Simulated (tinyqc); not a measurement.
Frequency dispersion of an accumulation capacitance by border traps, distributed model: one step of the calculation.

Traps spread evenly through the insulator exchange electrons with the semiconductor by tunnelling, with tau(x) = t0 exp(2 ka x) at depth x from the interface. The admittance per area Y seen at depth x obeys dY/dx = -Y^2/(i w eps0 eox) + q Nb ln(1 + i w tau)/tau, with Y(0) = i w Cs and w = 2 pi f; the gate sees Y(tox) = G + i w C. Working variable y = Y/(i w), in uF/cm^2. Cox = eps0 eox/tox.

Problem. Scales and lumped estimate. Cox; trap-free value 1/(1/Cox + 1/Cs); response depth d = ln(1/(w t0))/(2 ka), where w tau = 1; lumped estimate: all traps within d act as C_bt = q Nb d placed at d/2, so C = 1/{1/[1/(1/Cs + d/(2 eps0 eox)) + C_bt] + (tox - d/2)/(eps0 eox)}.

Parameters, values chosen for the exercise; permittivity close to that of aluminium oxide:
- eox = 8.83 (relative permittivity of the insulator)
- tox = 4.2 nm (insulator thickness)
- Cs = 1 uF/cm^2 (semiconductor capacitance in accumulation)
- Nb = 3.3e18 cm^-3 eV^-1 (density of border traps)
- ka = 4.5 1/nm (decay constant of the wave function in the insulator)
- t0 = 1e-10 s (time constant of a trap at the interface)
- f = 10000 Hz (frequency)

Constants: q = 1.602176634e-19 C, eps0 = 8.8541878128e-14 F/cm where lengths are in cm. Results are converted to the units shown.

Wanted: Cox; trap-free C; d; C_bt; lumped C.

Solution.

Cox = 1.861 uF/cm^2
trap-free C = 0.6505 uF/cm^2
d = 1.331 nm
C_bt = 0.07036 uF/cm^2
lumped C = 0.6848 uF/cm^2

The traps within reach amount to 0.0704 Cs and lie in the first 31.7 % of the insulator.

Numbers from tinyqc (`OMP_NUM_THREADS=1 python tinyqc.py 2202244 2202245 out.jsonl`; about 0.3 s on one thread of a shared Intel Xeon 2.30GHz).
